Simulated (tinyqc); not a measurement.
Spectrum around the optical phonon: single-oscillator infrared dielectric function of a polar cubic crystal. Computed by tinyqc, a small Python program. Command: `OMP_NUM_THREADS=1 python tinyqc.py 3020557 3020558 out.jsonl infrared walk`. One thread of a shared host (Intel(R) Xeon(R) Processor @ 2.30GHz), about 0.01 s of CPU time with the checks.

One ion pair, charges +Z* and -Z*, in a cell of volume Omega = a^3. Frequencies omega are given as wavenumbers (1/cm); eps_s is the static dielectric constant.

Inputs (values chosen for the exercise, modelled on caesium chloride):

| quantity | value | unit |
|---|---|---|
| lattice constant a | 4.12 | angstrom |
| mass M_A | 132.9 | u |
| mass M_B | 35.45 | u |
| omega_TO | 98.8 | 1/cm |
| Born charge Z* | 1.3 | e |
| eps_inf | 2.63 | - |
| phonon damping gamma | 5.2 | 1/cm |

Structure: caesium chloride. Free carriers: absent.

Constants: nu for 1 eV/(angstrom^2 u) = 15.6333042 THz; 1 THz = 33.35640952 1/cm; e^2/(4 pi eps_0) = 14.39964548 eV angstrom.

Method:
- mu = M_A M_B/(M_A + M_B); ionic plasma term W^2 = 4 pi Z*^2 (e^2/(4 pi eps_0))/(Omega mu) in eV/(angstrom^2 u), turned into 1/cm by W = 15.6333042 x 33.35640952 x sqrt(W^2); omega_LO^2 = omega_TO^2 + W^2/eps_inf; eps_s = eps_inf + W^2/omega_TO^2; Szigeti charge 3 Z*/(eps_inf + 2); longitudinal (Callen) charge Z*/eps_inf.
- eps(omega) = eps_inf + W^2/(omega_TO^2 - omega^2 - i gamma omega); n + i k = sqrt(eps) with k >= 0; R = |(n + i k - 1)/(n + i k + 1)|^2 at normal incidence from vacuum.
- The loss function is Im(-1/eps).

omega_LO = 160.989 1/cm

W = 206.132 1/cm

Spectrum:

| omega (1/cm) | Re eps | Im eps | R | Im(-1/eps) |
|---|---|---|---|---|
| 49.4 | 8.4267 | 0.20339 | 0.23780 | 0.0028627 |
| 84 | 17.936 | 2.4713 | 0.38468 | 0.0075384 |
| 95.8 | 44.746 | 35.938 | 0.60672 | 0.010911 |
| 98.8 | 2.63 | 82.704 | 0.73005 | 0.012079 |
| 114 | -10.079 | 2.3293 | 0.87926 | 0.021765 |
| 130 | -3.2693 | 0.55865 | 0.86686 | 0.050784 |
| 149 | -0.77253 | 0.21193 | 0.76576 | 0.33025 |
| 161 | 0.0076231 | 0.13586 | 0.35880 | 7.3374 |
| 164 | 0.15633 | 0.12312 | 0.17434 | 3.1092 |
| 171 | 0.45326 | 0.099363 | 0.038872 | 0.46146 |
| 185 | 0.89580 | 0.068195 | 0.0010780 | 0.084492 |
| 241 | 1.7512 | 0.022791 | 0.019385 | 0.0074304 |
| 402 | 2.3502 | 0.0038517 | 0.044284 | 6.9732e-04 |

What follows from these numbers?

R peaks among these rows at 114 per cm with 0.88 and is lowest, 0.001, at 185; far above omega_LO it tends to ((sqrt(eps_inf) - 1)/(sqrt(eps_inf) + 1))^2 = 0.056. Im eps is largest at 98.8 and the loss function at 161: absorption marks the TO mode and the loss function the LO mode. Re eps is negative in some rows, where R averages 0.84.

Extremes, crossings and ranges named in words are read from the listed rows.
